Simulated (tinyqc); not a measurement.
# Rutherford backscattering from a thin compound film on silicon: kinematics, yields, composition and thickness, step by step

A worked calculation. Computed by tinyqc, a small Python program that keeps every step. Command: `OMP_NUM_THREADS=1 python tinyqc.py 3000599 3000600 out.jsonl rbs walk`. One thread of a shared host (Intel(R) Xeon(R) Processor @ 2.30GHz), about 0.01 s of CPU time with the checks. Intermediate numbers are printed to about 5 digits and carried at full precision; extremes and crossings named in words are read from the listed rows.

Singly charged helium ions (Z1 = 2, M1 = 4.0026 u) enter at the tilt angle a1 to the normal and leave at a2 = |180 - theta - tilt| in the same plane. The film is A B_x.

Inputs (values chosen for the exercise, modelled on a helium beam on TaN): beam energy E0 = 2 MeV; scattering angle theta = 160 degrees; tilt of the sample = 30 degrees; heavy element: Z_A = 73; heavy element: mass M_A = 180.9 u; heavy element: stopping eps_A at 2 MeV = 112 1e-15 eV cm^2; light element: Z_B = 7; light element: mass M_B = 14 u; light element: stopping eps_B at 2 MeV = 33.1 1e-15 eV cm^2; atoms of B per atom of A, x = 1.07; atomic density of the film = 89.9 1/nm^3; film thickness d = 5.6 nm; collected charge = 33 microcoulomb; detector solid angle = 3.4 msr; detector resolution (FWHM) = 14 keV.

Constants: e^2/(4 pi eps_0) = 14.39964548 eV angstrom; e = 1.602176634e-19 C.

## Kinematics

Kinematic factor K = [(sqrt(M^2 - M1^2 sin^2 theta) + M1 cos theta)/(M + M1)]^2. Surface edges lie at K E0; substrate silicon has M = 28.09 u. Mass resolution at M_A = resolution/(E0 dK/dM).

kinematic factors: A 0.91773, B 0.31924, Si 0.57311

surface edges (keV): A 1835.5, B 638.5, Si 1146.2

mass resolution at M_A = 16.067 u

K flattens for heavy targets, so masses within 16.1 u of A cannot be told apart.

## Peak widths (surface approximation)

Stopping per atom eps(E) = eps(2 MeV) (E/2 MeV)^(-0.4) (a law chosen for the exercise); Bragg rule eps_film = (eps_A + x eps_B)/(1 + x); areal density N d, with 1/nm^2 = 0.1 x 1e15/cm^2. Width of the signal of element i: [K_i eps(E0)/cos a1 + eps(K_i E0)/cos a2] N d; depth resolution = resolution x d/width of A; energy lost on the way in = eps(E0) N d/cos a1.

areal density N d = 50.344 1e15 atoms/cm^2

film stopping at E0 = 71.216 1e-15 eV cm^2

widths (keV): A 7.5672, B 7.0698

depth resolution = 10.361 nm

energy lost on the way in = 4.1399 keV

The film is thinner than the depth resolution, so only peak areas measure the thickness. Caution: the ions scattered from B leave near or below the stopping maximum (some 0.6 to 0.8 MeV), where the power law chosen here overstates the stopping and the width of B.

## Yields

Rutherford cross section in the laboratory frame: sigma = (Z1 Z e^2/(4 pi eps_0 4E))^2 (4/sin^4 theta) (r + cos theta)^2/r, r = sqrt(1 - (M1 sin theta/M)^2), times the screening factor 1 - 0.049 Z1 Z^(4/3)/E (E in keV); 1 angstrom^2 = 1e8 barn. Counts = (charge/e) x solid angle x sigma(E_mean) x areal density of the element/cos a1, E_mean = E0 - half the energy lost on the way in; 1 barn = 1e-24 cm^2. The ratio of areas returns x = (Y_B/Y_A)(sigma_A/sigma_B), with the counting error sqrt(1/Y_A + 1/Y_B).

cross sections (barn/sr): A 7.2406, B 0.0576

counts: A 1.4240e+05, B 1.2113e+03

ratio of areas Y_B/Y_A = 0.0085068

counting error of x without background = 2.8854 %

The cross sections differ by 125.8, near (Z_A/Z_B)^2 = 108.8. The signal of B lies below the silicon edge, on the substrate background, so its real error is larger unless the substrate is channelled.

## Surface approximation against the full path

Surface approximation as above. Full path: dE/ds = -eps(E) integrates to E^1.4 = E(start)^1.4 - 1.4 eps(2 MeV) 2000^0.4 s (keV), applied in (s = N d/cos a1), then K, then out (s = N d/cos a2); width = K E0 - exit energy. The last column is the error in thickness if the full width is read with the surface formula.

Widths (keV):
```
d (nm)  A, surface  A, full  B, full  error (%)
5             6.76     6.76     6.32     0.0738
10           13.51    13.53    12.68     0.1479
20           27.03    27.11    25.45     0.2971
50           67.56    68.07    64.45     0.7530
100         135.13   137.21   131.95     1.5416
150         202.69   207.49   203.26     2.3694
200         270.26   279.01   279.62     3.2405
300         405.38   426.19   458.75     5.1331
```

The error grows roughly in proportion to thickness, from 0.07 % to 5.1 %, because the ion slows and the stopping rises along the path. The signals of A and B would overlap once the width of A exceeds the gap between the edges, 1197 keV. Ions from B leave the thickest film below about 0.6 MeV, where the power law overstates the stopping.

Checks made by the program: kinematic factor against energy and momentum conservation (relative difference below 1e-10).
